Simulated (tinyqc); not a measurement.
RHF in the sto-3g basis, for H3+, spin multiplicity 1, step by step. One step of it, computed by the program tinyqc.

Task: Iteration 1: diagonalisation and new density. Diagonalise F' = X^T F X, C = X C', fill 1 alpha and 1 beta electrons from the bottom; D = 2 C_occ C_occ^T. Each column has its largest component positive (the first on a tie).

Fock matrix F (hartree), order 1H 1s, 2H 1s, 3H 1s:
$$\begin{pmatrix}
-0.549471 & -0.407539 & -0.407783 \\
-0.407539 & -0.549367 & -0.407546 \\
-0.407783 & -0.407546 & -0.549474
\end{pmatrix}$$

X, order 1H 1s, 2H 1s, 3H 1s:
$$\begin{pmatrix}
1.079788 & -0.155020 & -0.155205 \\
-0.155020 & 1.079713 & -0.155026 \\
-0.155205 & -0.155026 & 1.079791
\end{pmatrix}$$

Give: F' = X^T F X; orbital energies; coefficients C; D after iteration 1.

Result:

F' = X^T F X (hartree):
$$\begin{pmatrix}
-0.4136 & -0.1973 & -0.1975 \\
-0.1973 & -0.4136 & -0.1973 \\
-0.1975 & -0.1973 & -0.4136
\end{pmatrix}$$

orbital energies (hartree): MO1 -0.8083, MO2 -0.2164, MO3 -0.2161

coefficients C, order 1H 1s, 2H 1s, 3H 1s:
$$\begin{pmatrix}
0.4444 & -0.5155 & -0.8665 \\
0.4442 & 1.0081 & -0.0133 \\
0.4444 & -0.4924 & 0.8799
\end{pmatrix}$$

D after iteration 1, order 1H 1s, 2H 1s, 3H 1s:
$$\begin{pmatrix}
0.3950 & 0.3948 & 0.3950 \\
0.3948 & 0.3946 & 0.3948 \\
0.3950 & 0.3948 & 0.3950
\end{pmatrix}$$
